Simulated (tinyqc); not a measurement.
Brouwer diagram: defect equilibria of an oxide against oxygen pressure (mass action). Computed by tinyqc, a small Python program. Command: `OMP_NUM_THREADS=1 python tinyqc.py 3002776 3002777 out.jsonl brouwer walk`. One thread of a shared host (Intel(R) Xeon(R) Processor @ 2.30GHz), about 0.01 s of CPU time with the checks.

Defects: oxygen vacancies V (charge +2), electrons n, holes p, the ionic partner X = V_M'' (charge -2), and the dopant. Activities are taken equal to concentrations.

Inputs (values chosen for the exercise, for a model oxide):

| quantity | value | unit |
|---|---|---|
| reduction enthalpy H_r | 4.75 | eV |
| prefactor K_r0 | 1.9e+69 | cm^-9 atm^(1/2) |
| gap E_g | 3.95 | eV |
| prefactor N_c N_v | 3e+40 | cm^-6 |
| disorder enthalpy H_s | 2.24 | eV |
| prefactor K_s0 | 1.3e+44 | cm^-6 |
| dopant density N_d | 6e+18 | cm^-3 |
| temperature T | 1200 | K |

Ionic disorder: Schottky, oxide MO. Dopant (singly charged, fully ionised): acceptor.

Constants: k_B = 8.617333262e-05 eV/K.

Method:
- K_r = K_r0 exp(-H_r/k_B T) = [V] n^2 P^(1/2); K_i = N_c N_v exp(-E_g/k_B T) = n p; K_s = K_s0 exp(-H_s/k_B T) = [X] [V].
- Neutrality: 2 [V] + p = n + 2 [X] + N_d. With n as the unknown, [V] = K_r/(n^2 P^(1/2)), p = K_i/n, [X] = K_s/[V]; the log ratio is ln(positive/negative).
- The root is found by 60 bisections in ln n between n = 1e-10 and 1e25 cm^-3.
- The slope is d log n / d log P from this row and the one above; the last column names the largest term on each side. Pressures that give more than 3e21 cm^-3 are left out.

K_r = 2.13615e+49 cm^-9 atm^(1/2)

K_i = 7.72416e+23 cm^-6

K_s = 5.08578e+34 cm^-6

Log10 of the densities in cm^-3:

| log10 P (atm) | n | [V] | p | [X] | slope of n | balance |
|---|---|---|---|---|---|---|
| -28 | 21.210 | 20.910 | 2.6782 | 13.796 | - | 2 [V] = n |
| -24 | 20.541 | 20.247 | 3.3468 | 14.459 | -0.16715 | 2 [V] = n |
| -20 | 19.866 | 19.599 | 4.0223 | 15.108 | -0.16889 | 2 [V] = n |
| -16 | 19.160 | 19.010 | 4.7280 | 15.696 | -0.17641 | 2 [V] = n |
| -12 | 18.356 | 18.618 | 5.5319 | 16.089 | -0.20098 | 2 [V] = N_d |
| -8 | 17.416 | 18.498 | 6.4719 | 16.209 | -0.23501 | 2 [V] = N_d |
| -4 | 16.424 | 18.481 | 7.4638 | 16.225 | -0.24795 | 2 [V] = N_d |
| 0 | 15.425 | 18.480 | 8.4629 | 16.227 | -0.24979 | 2 [V] = N_d |

What does the comparison show, and why?

Regimes: 2 [V] = n from log P = -28 to -16, where that balance predicts a slope of -1/6 and the table comes as close as -0.167; 2 [V] = N_d from log P = -12 to 0, where that balance predicts a slope of -1/4 and the table comes as close as -0.250. Rows with n or p near or above sqrt(N_c N_v) are degenerate, and n p = K_i is then only nominal.

Extremes, crossings and ranges named in words are read from the listed rows.
